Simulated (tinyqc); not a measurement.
From results back to parameters: Koster-Slater impurity in an sp3s* host.

Problem. In the Koster-Slater model a defect shifts the s level of its site by Vs and the p levels by Vp; an A1 level solves 1/Vs = G_s(E) and a T2 level 1/Vp = G_p(E), E from the top of the valence band. A defect has an A1 level at E = 0.1706 eV, one of the energies of the table, and a T2 level at 1.1942 eV.

G(E) of the host (1/eV):

| E (eV) | G_s | G_p |
|---|---|---|
| 0.0000 | -0.0879177 | 0.0060665 |
| 0.1706 | -0.1038963 | -0.0348340 |
| 0.3412 | -0.1213224 | -0.0613997 |
| 0.5118 | -0.1408759 | -0.0842974 |
| 0.6824 | -0.1633826 | -0.1059494 |
| 0.8530 | -0.1899869 | -0.1277468 |
| 1.0236 | -0.2224142 | -0.1508960 |
| 1.1942 | -0.2634918 | -0.1768023 |
| 1.3648 | -0.3183980 | -0.2075169 |

Find: Vs, Vp.

Solution. Read G_s and G_p at the two energies and invert them. Vs is attractive and pulls its level down from the conduction bands. Vp is attractive and pulls its level down from the conduction bands.

Vs, Vp (eV): -9.6  -5.7

(tinyqc, `OMP_NUM_THREADS=1 python tinyqc.py 1452409 1452410 out.jsonl`, Intel(R) Xeon(R) Processor @ 2.30GHz, 1 thread, shared host, about 0.07 s.)
